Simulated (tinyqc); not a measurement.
Thickness of the outer barriers: quantum well in an electric field by finite differences.

Finite differences on points z_i at the centres of cells of width h: H_ii = (c/h^2)(1/m_(i-1/2) + 1/m_(i+1/2)) + V_i, H_(i,i+1) = -(c/h^2)/m_(i+1/2), where m_(i+1/2) is the mean of the masses at the two points (the end values are repeated outwards), psi = 0 on the points beyond both ends, c = hbar^2/2m0. The field adds e F (z - z0) with z0 the middle of the structure; 1 kV/cm = 1e-5 eV/angstrom.

Constants: hbar^2/2m0 = 3.80998211 eV angstrom^2.

Values chosen for the exercise (out of a larger set: near those of a strained Si well in SiGe; not measured data): layers = ((20, 0.172, 0.955), (20, 0, 0.94), (20, 0.172, 0.955)) (each layer: thickness in angstrom, band edge in eV, mass in m0); hf = 0.3125 angstrom (cell width of the fine grid).

Fine grid, zero field, both outer layers set to each thickness in turn.

Levels (eV):

| outer layers (angstrom) | E1 | E2 | E3 |
|---|---|---|---|
| 5.000 | 0.05172 | 0.20336 | 0.44498 |
| 10.000 | 0.04498 | 0.16722 | 0.32657 |
| 20.000 | 0.04376 | 0.15332 | 0.23837 |
| 40.000 | 0.04372 | 0.15076 | 0.19303 |
| 80.000 | 0.04372 | 0.15064 | 0.17773 |

Which of the three levels are properties of the well, and how thick must the outer layers be?

E1 is bound, and within 0.1 meV of the last row from 20 angstrom on. E2 is bound, and within 0.1 meV of the last row from 80 angstrom on, which only the last row itself meets. E3 lies above the barrier edge 0.172 eV and keeps falling (-15.3 meV in the last step): it is a state of the box.

Computed by tinyqc, a small Python program: `OMP_NUM_THREADS=1 python tinyqc.py 1281673 1281674 out.jsonl` (the numbers bound the seed that draws the inputs); one thread of a shared host (Intel(R) Xeon(R) Processor @ 2.30GHz), about 0.05 s for the whole set of steps.
